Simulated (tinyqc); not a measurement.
Tunnelling through a two-layer gate stack, WKB transmission and Tsu-Esaki current: two steps of the calculation.

Electrons leave the emitter at x = 0. Energies E (motion across the layers) are in eV from the emitter Fermi level; the collector Fermi level lies at -V and offers states at every E. No charge in the dielectric and no image force: F1 = V/(t1 + t2 eps1/eps2), F2 = F1 eps1/eps2; U = phi1 - F1 x in layer 1 and phi2 - F1 t1 - F2 (x - t1) in layer 2. With C = hbar^2/(2 m0), kappa = sqrt(m (U - E)/C) where U > E and 0 elsewhere; T(E) = exp(-S), S = 2 times the integral of kappa over x.

Parameters, values chosen for the exercise; layer 1 close to aluminium oxide, layer 2 close to hafnium oxide:
- phi1 = 2.47 eV (barrier of layer 1 above the emitter Fermi level at zero bias)
- m1 = 0.41 m0 (tunnelling mass of layer 1)
- t1 = 0.8 nm (thickness of layer 1)
- eps1 = 8.98 (relative permittivity of layer 1)
- phi2 = 1.52 eV (barrier of layer 2 at zero bias)
- m2 = 0.19 m0 (tunnelling mass of layer 2)
- t2 = 1.3 nm (thickness of layer 2)
- eps2 = 21.2 (relative permittivity of layer 2)
- V = 1.2 V (voltage across the dielectric)
- E = 0 eV (energy of the electron followed)
- nc = 6 (cells in each layer)

Constants: q = 1.602176634e-19 C, hbar = 1.054571817e-34 J s, m0 = 9.1093837015e-31 kg, hbar^2/(2 m0) = 0.0380998212 eV nm^2. Results are converted to the units shown.

Question 1. WKB exponent by the midpoint rule. Cut each layer into nc equal cells, take U and kappa at the cell centres, and sum S = 2 sum kappa h.

Find: x; U; kappa; S; T(E).

Answer 1.

```
cell  x (nm)  U (eV)  kappa (1/nm)
0      0.067   2.411         5.093
1      0.200   2.292         4.967
2      0.333   2.174         4.837
3      0.467   2.055         4.703
4      0.600   1.937         4.565
5      0.733   1.818         4.424
6      0.908   0.768         1.958
7      1.125   0.687         1.851
8      1.342   0.605         1.738
9      1.558   0.524         1.616
10     1.775   0.442         1.485
11     1.992   0.361         1.341
```

S = 11.95
T(E) = 6.445e-6

Question 2. WKB exponent in closed form. Each layer adds (2/F) sqrt(m/C) [G(u at its left edge) - G(u at its right edge)] to S, with u = U - E (0 where negative) and G(u) = (2/3) u^1.5. The slope follows from 1/d = -dS/dE.

Find: S; T(E); energy d over which T(E) grows by a factor e.

Answer 2.

S = 11.95
T(E) = 6.454e-6
energy d over which T(E) grows by a factor e = 0.1732 eV

The midpoint rule gives S = 11.952, so its T(E) is 0.13 % below this value. The band edge stays above E through the whole stack: direct tunnelling through a trapezoid.

Numbers from tinyqc (`OMP_NUM_THREADS=1 python tinyqc.py 2540102 2540103 out.jsonl`; about 0.04 s on one thread of a shared Intel Xeon 2.30GHz).
